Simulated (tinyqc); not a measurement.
Dopants and charged point defects at anneal temperature: Fermi-level effect, clustering and pairing: one step, computed by the program tinyqc. Command: `OMP_NUM_THREADS=1 python tinyqc.py 3004952 3004953 out.jsonl pairing walk`. One thread of a shared host (Intel(R) Xeon(R) Processor @ 2.30GHz), about 0.01 s of CPU time with the checks.

Boltzmann statistics and full ionisation of active dopants. Energies are counted from the valence band; the defect (a vacancy or self-interstitial) has five charge states, with all degeneracy factors one.

Task: Charged defects. C_0 = N_s exp(S_f/k_B) exp(-H_f/k_B T). Ratios to the neutral state at E_F = E_i: r_+ = exp((E(+/0) - E_i)/k_B T), r_2+ = r_+ exp((E(2+/+) - E_i)/k_B T), r_- = exp((E_i - E(0/-))/k_B T), r_2- = r_- exp((E_i - E(-/2-))/k_B T); at other E_F state q scales as chi^(-q). The enhancement is sum r_q chi^(-q)/sum r_q. The charge on the defects is left out of neutrality.

Inputs (values chosen for the exercise, with bands modelled on InP):
```
quantity                                        value   unit
anneal temperature T                              970      K
formation enthalpy of the neutral defect H_f     3.27     eV
formation entropy S_f                             7.9    k_B
site density N_s                              4.2e+22  cm^-3
```

Dopant: donor. Second part: pairing with a mobile impurity.

defect levels as fractions of E_g(T): (2+/+), (+/0), (0/-), (-/2-): 0.17  0.12  0.37  0.69

E_g = 1.096645 eV

k_B T = 0.08358813 eV

n_i = 2.092249e+16 cm^-3

E_i = 0.6735854 eV

chi = 2533.160

Give: neutral defects C_0; Charge states; all defects, doped; enhancement over intrinsic; mean charge.

Result:

neutral defects C_0 = 1.160e+09 cm^-3

Charge states:
```
state    ratio r  intrinsic (cm^-3)  doped (cm^-3)
2+     4.497e-06          5.216e+03      8.129e-04
+      1.528e-03          1.772e+06      6.995e+02
0      1.000e+00          1.160e+09      1.160e+09
-      2.463e+01          2.857e+10      7.238e+13
2-     9.115e+00          1.057e+10      6.784e+16
```

all defects, doped = 6.792e+16 cm^-3

enhancement over intrinsic = 1.685e+06

mean charge = -1.999 e

Doping leaves the neutral state alone and multiplies the total by 1.68e6; the most common state is 2- (in intrinsic material -). Caution: the carrier density exceeds the effective density of states, where Boltzmann statistics understate the shift of E_F and so the density of charged defects (gap narrowing, also left out, works the other way).
